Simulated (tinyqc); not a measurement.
Gain factor and gap resistance from two string resistances.

Question. At small bit-line voltage each of the 64 cells has the resistance 1/(K x) at overdrive x (no mobility reduction) in series with a gap resistance Rg. Find K, Rg and the share of the gaps at the higher overdrive.

resistance of a string of 64 equal cells at overdrives of 3.2 and 7.7 V (kohm): [4532.3636, 2407.2161]

Answer. The resistance per cell is a straight line in 1/x with slope 1/K and intercept Rg.

K = 5.50 uA/V^2
Rg = 14.0 kohm
share of the gaps = 37.2 %

tinyqc, about 0.4 s, one thread, Intel Xeon 2.30GHz (shared host): `OMP_NUM_THREADS=1 python tinyqc.py 2142061 2142062 out.jsonl`
